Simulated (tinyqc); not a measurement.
Resonant-tunnelling diode, transfer matrices and Tsu-Esaki current: two steps of the calculation.

Emitter (band edge 0), barrier d1, well Lw, barrier d2, collector (edge -V). The bias drops linearly over these layers and none in the contacts; each layer is cut into ns equal slices, flat at the value of their centres. E is the energy of motion across the layers, C = hbar^2/(2 m0), psi and psi'/m are continuous. Transport is coherent, T(E) is taken as independent of the transverse momentum, and charge in the well is ignored.

Inputs (values chosen for the exercise); masses and offsets of a made-up heterostructure: temperature T = 200 K; mass in the well, spacer and contacts mw = 0.033 m0; slices in each layer ns = 4; Fermi energy of both contacts above their band edges Ef = 0.08 eV; bias of the collector V = 0.31 V; trial energy E = 0.06306 eV.

Constants: q = 1.602176634e-19 C, kB = 1.380649e-23 J/K, hbar = 1.054571817e-34 J s, m0 = 9.1093837015e-31 kg, Vt = kB T/q, hbar^2/(2 m0) = 0.0380998212 eV nm^2. Results are converted to the units shown.

Question 1. Running product of the slice matrices at the trial energy. For the pair (psi, psi'/m) a flat layer has M = [[cos kd, (m/k) sin kd], [-(k/m) sin kd, cos kd]] with k = sqrt(m (E - U)/C) above its edge U, and M = [[cosh Kd, (m/K) sinh Kd], [(K/m) sinh Kd, cosh Kd]] with K = sqrt(m (U - E)/C) below it. Later slices stand to the left. With M acting on (psi, psi'/m) and v = k/m in each lead, T(E) = 4 vL vR/[(vL vR M12 - M21)^2 + (vR M11 + vL M22)^2]. vL = sqrt(mw E/C)/mw, vR = sqrt(mw (E + V)/C)/mw.

```
slice,U (eV),m (m0),width (nm)
0,1.1925919,0.14,0.325
1,1.1777757,0.14,0.325
2,1.1629596,0.14,0.325
3,1.1481434,0.14,0.325
4,-0.0809191,0.033,0.95
5,-0.1242279,0.033,0.95
6,-0.1675368,0.033,0.95
7,-0.2108456,0.033,0.95
8,0.9578125,0.14,0.425
9,0.9384375,0.14,0.425
10,0.9190625,0.14,0.425
11,0.8996875,0.14,0.425
```

Find: Product after each layer; T(E).

Answer 1.

Product after each layer:
```
,M11,M12 (nm),M21 (1/nm),M22
barrier d1,6.973,0.4752,98.65,6.867
well,8.211,0.5708,-109.0,-7.456
barrier d2,-2.017,-0.04128,-35.57,-1.224
```

T(E) = 0.1733

Question 2. Current from the resonance alone. J = J0 times the integral over E > 0 of T(E) N(E), N = ln[(1 + exp((Ef - E)/Vt))/(1 + exp((Ef - V - E)/Vt))], J0 = q^2 mw m0 kB T/(2 pi^2 hbar^3) (times 1e-4 for A/cm^2 per eV). For a sharp resonance J = J0 (pi G/2) Tp N(Er), with Er the peak energy, Tp the peak transmission and G the full width at half maximum (in eV). The three values given are estimates from a parabola through three points of 1/T(E).

Er = 0.061109532 eV
Tp = 0.96886543
G = 1.7991029 meV

Give: J0; N(Er); J.

Answer 2.

J0 = 9.2040e6 A/(cm^2 eV)
N(Er) = 1.3844
J = 34.888 kA/cm^2

The full integral over T(E) gives 34.33 kA/cm^2; the value above is 1.6 % above it.

Numbers from tinyqc (`OMP_NUM_THREADS=1 python tinyqc.py 2600149 2600150 out.jsonl`; about 0.2 s on one thread of a shared Intel Xeon 2.30GHz).
